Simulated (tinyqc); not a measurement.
## One-dimensional ballistic tunnel FET, two-band WKB: effect of temperature

A p-type source for x < 0 with its Fermi level at 0 and its valence edge at ds; in the channel the bands fall as D exp(-x/lam) towards their flat values, with the conduction edge at Ec = ds - dP and D = dP + Eg. The gate moves dP one to one. The drain Fermi level lies at -Vd and the drain side reflects nothing. For w = E - Ec between 0 and dP an electron crosses the gap. Two-band dispersion with equal masses m: inside the gap kappa = sqrt(m u (1 - u/Eg)/C), u the distance from a band edge, C = hbar^2/(2 m0).

S(w) = 2 lam int_0^Eg kappa(u) du/(w + Eg - u) = 2 pi lam sqrt(m/(C Eg)) [w + Eg/2 - sqrt(w (w + Eg))], T(w) = exp(-S). I = g (2 q^2/h) int_0^dP T(w) [f(E) - f(E + Vd)] dw, E = ds - dP + w, f(x) = 1/(1 + exp(x/Vt)). Swing = d(dP)/d(log10 I).

Inputs (values chosen for the exercise); band and dielectric values close to those of indium phosphide:
- Eg = 1.36 eV (band gap)
- m = 0.088 m0 (band-edge mass of the two-band model)
- lam = 1.5 nm (screening length of the source junction)
- ds = 0.17 eV (source valence edge above the source Fermi level)
- Vd = 0.3 V (drain bias)
- g = 1 (number of degenerate subbands (spin apart))
- dP = 0.42 eV (tunnelling window Ev(source) - Ec(channel))

Constants: q = 1.602176634e-19 C, kB = 1.380649e-23 J/K, hbar = 1.054571817e-34 J s, h = 6.62607015e-34 J s, m0 = 9.1093837015e-31 kg, Vt = kB T/q, hbar^2/(2 m0) = 0.0380998212 eV nm^2. Results are converted to the units shown.

Effect of temperature:
```
T (K)  I (uA)  swing (mV/decade)  Vt ln 10 (mV/decade)
77     0.2182              244.4                 15.28
150    0.2205              246.7                 29.76
200    0.2229              249.3                 39.68
250    0.2260              252.7                 49.61
300    0.2295              256.8                 59.53
350    0.2333              261.4                 69.45
400    0.2373              266.5                 79.37
```

I rises from 0.218 to 0.237 uA, and the swing rises from 244 to 266 mV/decade, while the thermionic limit rises from 15.3 to 79.4 mV/decade. Gap and mass are held fixed.

Numbers from tinyqc (`OMP_NUM_THREADS=1 python tinyqc.py 2620113 2620114 out.jsonl`; about 0.01 s on one thread of a shared Intel Xeon 2.30GHz).
